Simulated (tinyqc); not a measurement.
Inside a calculation. Method: UHF in the sto-3g basis, for Be+, spin multiplicity 2. One step of it, computed by the program tinyqc.

Problem. Iteration 1: diagonalisation and new density. Diagonalise F' = X^T F X, C = X C', fill 2 alpha and 1 beta electrons from the bottom; D(s) = C_occ C_occ^T. Each column has its largest component positive (the first on a tie).

F(alpha) (hartree):
```
            1Be 1s     1Be 2s    1Be 2px    1Be 2py    1Be 2pz
1Be 1s   -6.041489  -1.545879  -0.078425  -0.178342   0.113616
1Be 2s   -1.545879  -1.047698  -0.093876   0.048292   0.011367
1Be 2px  -0.078425  -0.093876  -0.634183   0.050883   0.056202
1Be 2py  -0.178342   0.048292   0.050883  -0.648821   0.092970
1Be 2pz   0.113616   0.011367   0.056202   0.092970  -0.479274
```

F(beta) (hartree):
```
            1Be 1s     1Be 2s    1Be 2px    1Be 2py    1Be 2pz
1Be 1s   -5.852438  -1.554188  -0.139537  -0.083222   0.090695
1Be 2s   -1.554188  -0.930005  -0.016067  -0.072818   0.040550
1Be 2px  -0.139537  -0.016067  -0.511829  -0.090364   0.090238
1Be 2py  -0.083222  -0.072818  -0.090364  -0.397364   0.039993
1Be 2pz   0.090695   0.040550   0.090238   0.039993  -0.434900
```

X:
```
            1Be 1s     1Be 2s   1Be 2px   1Be 2py   1Be 2pz
1Be 1s    1.026569  -0.135528  0.000000  0.000000  0.000000
1Be 2s   -0.135528   1.026569  0.000000  0.000000  0.000000
1Be 2px   0.000000   0.000000  1.000000  0.000000  0.000000
1Be 2py   0.000000   0.000000  0.000000  1.000000  0.000000
1Be 2pz   0.000000   0.000000  0.000000  0.000000  1.000000
```

Give: F' = X^T F X; orbital energies; coefficients C; F' = X^T F X; orbital energies; coefficients C; D(alpha) after iteration 1; D(beta) after iteration 1.

Solution.

F' = X^T F X (alpha) (hartree):
```
        1       2       3       4       5
1  -5.956  -0.671  -0.068  -0.190   0.115
2  -0.671  -0.785  -0.086   0.074  -0.004
3  -0.068  -0.086  -0.634   0.051   0.056
4  -0.190   0.074   0.051  -0.649   0.093
5   0.115  -0.004   0.056   0.093  -0.479
```

orbital energies (alpha) (hartree): MO1 -6.051, MO2 -0.823, MO3 -0.642, MO4 -0.573, MO5 -0.414

coefficients C (alpha):
```
            MO1     MO2     MO3     MO4    MO5
1Be 1s    1.000  -0.172  -0.058  -0.196  0.000
1Be 2s   -0.005   0.735   0.080   0.725  0.000
1Be 2px   0.014   0.410   0.701  -0.492  0.314
1Be 2py   0.033  -0.561   0.504   0.513  0.408
1Be 2pz  -0.021   0.117  -0.497  -0.064  0.857
```

F' = X^T F X (beta) (hartree):
```
        1       2       3       4       5
1  -5.752  -0.723  -0.141  -0.076   0.088
2  -0.723  -0.655   0.002  -0.063   0.029
3  -0.141   0.002  -0.512  -0.090   0.090
4  -0.076  -0.063  -0.090  -0.397   0.040
5   0.088   0.029   0.090   0.040  -0.435
```

orbital energies (beta) (hartree): MO1 -5.859, MO2 -0.612, MO3 -0.566, MO4 -0.383, MO5 -0.331

coefficients C (beta):
```
            MO1     MO2     MO3    MO4     MO5
1Be 1s    0.997  -0.108  -0.247  0.000   0.067
1Be 2s    0.007   0.279   0.963  0.000  -0.260
1Be 2px   0.027   0.714  -0.348  0.314  -0.520
1Be 2py   0.016   0.441   0.087  0.408   0.795
1Be 2pz  -0.017  -0.471   0.086  0.857  -0.188
```

D(alpha) after iteration 1:
```
         1Be 1s  1Be 2s  1Be 2px  1Be 2py  1Be 2pz
1Be 1s    1.030  -0.131   -0.056    0.130   -0.041
1Be 2s   -0.131   0.540    0.301   -0.412    0.086
1Be 2px  -0.056   0.301    0.168   -0.229    0.048
1Be 2py   0.130  -0.412   -0.229    0.316   -0.067
1Be 2pz  -0.041   0.086    0.048   -0.067    0.014
```

D(beta) after iteration 1:
```
         1Be 1s  1Be 2s  1Be 2px  1Be 2py  1Be 2pz
1Be 1s    0.995   0.007    0.027    0.016   -0.017
1Be 2s    0.007   0.000    0.000    0.000    0.000
1Be 2px   0.027   0.000    0.001    0.000    0.000
1Be 2py   0.016   0.000    0.000    0.000    0.000
1Be 2pz  -0.017   0.000    0.000    0.000    0.000
```
